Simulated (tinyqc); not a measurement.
Inside a calculation. Method: LDA (PW92) atom on a uniform radial grid, spin-unpolarised, for B(2+). Computed by tinyqc, a small Python program that keeps every step. Settings: Z = 5, points = 192, R = 9.0, functional = lda,pw, mixing = 0.2, iteration cap = 65. Command: `OMP_NUM_THREADS=1 python tinyqc.py 23601 23602 out.jsonl` (the two numbers bound the seeds that draw the settings). One thread of a shared host (Intel(R) Xeon(R) Processor @ 2.60GHz), about 0.8 s of CPU time with the checks. Later iterations appear only in the table of the cycle.

## Iteration 1

Spherical atom on a uniform radial grid r_j = j h with h = R/(N + 1), h sum u^2 = 1 and integrals as h times sums, u(0) = u(R) = 0 (atomic units):

| parameter | value |
|---|---|
| Z | 5 |
| points N | 192 |
| R | 9.000000 |
| h | 0.046632 |
| mixing | 0.200000 |
| electrons in 1s | 2 |
| electrons in 2s | 1 |

Three-point differences turn -u''/2 + [l(l+1)/2r^2 - Z/r + V] u = e u into a tridiagonal matrix (diagonal 1/h^2 + potential, off-diagonal -1/2h^2). D = sum f u^2; the Hartree potential y/r solves y'' = -D/r with y(0) = 0, y(R) = N_e; v_xc comes from rho = D/(4 pi r^2); E = sum f e - int D V + int D (V_H/2 + eps_xc); V(new) = V + mixing (V_H + v_xc - V).

eigenvalues (hartree): 1s -12.334580, 2s -3.114454

Every 12th grid point:

| r | V in | u(1s) | u(2s) | D | V_H | v_xc |
|---|---|---|---|---|---|---|
| 0.559585 | 0.000000 | 0.771309 | -0.428198 | 1.373187 | 4.458701 | -0.763863 |
| 1.119171 | 0.000000 | 0.096357 | -0.968535 | 0.956629 | 2.563614 | -0.443917 |
| 1.678756 | 0.000000 | 0.009028 | -0.640746 | 0.410718 | 1.773535 | -0.267775 |
| 2.238342 | 0.000000 | 0.000752 | -0.304333 | 0.092620 | 1.338922 | -0.143967 |
| 2.797927 | 0.000000 | 0.000059 | -0.122920 | 0.015109 | 1.072098 | -0.073339 |
| 3.357513 | 0.000000 | 4.40e-06 | -0.045060 | 0.002030 | 0.893508 | -0.035955 |
| 3.917098 | 0.000000 | 3.21e-07 | -0.015483 | 0.000240 | 0.765872 | -0.017041 |
| 4.476684 | 0.000000 | 2.29e-08 | -0.005080 | 0.000026 | 0.670139 | -0.007836 |
| 5.036269 | 0.000000 | 1.61e-09 | -0.001609 | 2.59e-06 | 0.595679 | -0.003510 |
| 5.595855 | 0.000000 | 1.12e-10 | -0.000496 | 2.46e-07 | 0.536111 | -0.001539 |
| 6.155440 | 0.000000 | 0 | -0.000150 | 2.24e-08 | 0.487374 | -0.000664 |
| 6.715026 | 0.000000 | 0 | -0.000044 | 1.97e-09 | 0.446759 | -0.000282 |
| 7.274611 | 0.000000 | 0 | -0.000013 | 1.68e-10 | 0.412393 | -0.000119 |
| 7.834197 | 0.000000 | 0 | -3.72e-06 | 1.38e-11 | 0.382937 | -0.000050 |
| 8.393782 | 0.000000 | 0 | -9.97e-07 | 0 | 0.357407 | -0.000010 |
| 8.953368 | 0.000000 | 0 | -5.73e-08 | 0 | 0.335069 | 0.000000 |

total energy = -22.36798735 hartree

## Iteration 2

As before.

eigenvalues (hartree): 1s -11.264411, 2s -2.659157

Every 12th grid point:

| r | V in | u(1s) | u(2s) | D | V_H | v_xc |
|---|---|---|---|---|---|---|
| 0.559585 | 0.738968 | 0.790605 | -0.371333 | 1.388002 | 4.410985 | -0.766435 |
| 1.119171 | 0.423939 | 0.107413 | -0.947231 | 0.920322 | 2.543697 | -0.438664 |
| 1.678756 | 0.301152 | 0.011098 | -0.681684 | 0.464939 | 1.768766 | -0.278025 |
| 2.238342 | 0.238991 | 0.001025 | -0.352570 | 0.124308 | 1.338122 | -0.157209 |
| 2.797927 | 0.199752 | 0.000089 | -0.155378 | 0.024142 | 1.071989 | -0.084359 |
| 3.357513 | 0.171511 | 0.000007 | -0.062275 | 0.003878 | 0.893495 | -0.043716 |
| 3.917098 | 0.149766 | 6.06e-07 | -0.023441 | 0.000549 | 0.765871 | -0.021988 |
| 4.476684 | 0.132461 | 4.84e-08 | -0.008438 | 0.000071 | 0.670139 | -0.010766 |
| 5.036269 | 0.118434 | 3.81e-09 | -0.002938 | 0.000009 | 0.595679 | -0.005149 |
| 5.595855 | 0.106914 | 2.96e-10 | -0.000997 | 9.93e-07 | 0.536111 | -0.002414 |
| 6.155440 | 0.097342 | 2.28e-11 | -0.000331 | 1.10e-07 | 0.487374 | -0.001113 |
| 6.715026 | 0.089295 | 0 | -0.000108 | 1.17e-08 | 0.446759 | -0.000507 |
| 7.274611 | 0.082455 | 0 | -0.000035 | 1.21e-09 | 0.412393 | -0.000228 |
| 7.834197 | 0.076577 | 0 | -0.000011 | 1.21e-10 | 0.382937 | -0.000102 |
| 8.393782 | 0.071480 | 0 | -3.21e-06 | 1.03e-11 | 0.357407 | -0.000043 |
| 8.953368 | 0.067014 | 0 | -1.93e-07 | 0 | 0.335069 | 0.000000 |

total energy = -22.51839749 hartree

## Convergence

Stop when input and output potentials agree to 1e-7.

Course of the cycle (hartree):

| iteration | E | e(1s) | e(2s) | largest \|V(out) - V(in)\| |
|---|---|---|---|---|
| 1 | -22.36798735 | -12.334580 | -3.114454 | 7.19e+00 |
| 2 | -22.51839749 | -11.264411 | -2.659157 | 5.57e+00 |
| 3 | -22.61611669 | -10.433197 | -2.313157 | 4.31e+00 |
| 4 | -22.67888259 | -9.787610 | -2.049034 | 3.33e+00 |
| 5 | -22.71880515 | -9.286228 | -1.846557 | 2.57e+00 |
| 6 | -22.74398951 | -8.896876 | -1.690734 | 1.98e+00 |
| 7 | -22.75976832 | -8.594555 | -1.570397 | 1.53e+00 |
| 8 | -22.76959932 | -8.359840 | -1.477183 | 1.18e+00 |
| 9 | -22.77569732 | -8.177637 | -1.404787 | 9.04e-01 |
| 10 | -22.77946661 | -8.036219 | -1.348437 | 6.95e-01 |
| 11 | -22.78179028 | -7.926470 | -1.304493 | 5.36e-01 |
| ... | ... | ... | ... | ... |
| 55 | -22.78549382 | -7.547187 | -1.145782 | 7.28e-06 |
| 56 | -22.78549382 | -7.547186 | -1.145782 | 5.75e-06 |
| 57 | -22.78549382 | -7.547185 | -1.145781 | 4.55e-06 |
| 58 | -22.78549382 | -7.547185 | -1.145780 | 3.59e-06 |
| 59 | -22.78549382 | -7.547184 | -1.145780 | 2.84e-06 |
| 60 | -22.78549382 | -7.547184 | -1.145780 | 2.24e-06 |
| 61 | -22.78549382 | -7.547184 | -1.145780 | 1.77e-06 |
| 62 | -22.78549382 | -7.547184 | -1.145779 | 1.40e-06 |
| 63 | -22.78549382 | -7.547183 | -1.145779 | 1.10e-06 |
| 64 | -22.78549382 | -7.547183 | -1.145779 | 8.73e-07 |
| 65 | -22.78549382 | -7.547183 | -1.145779 | 6.90e-07 |

Not converged within 65 iterations: the residual falls steadily but slowly, by a factor of about 0.79 a step. Reruns (cap 100 unless said): mixing 0.3: converged in 46; mixing 0.6: converged in 20; the original settings with a cap of 400: converged in 74. Even converged, this uniform grid resolves the cusp poorly and misses the energy of the atom.
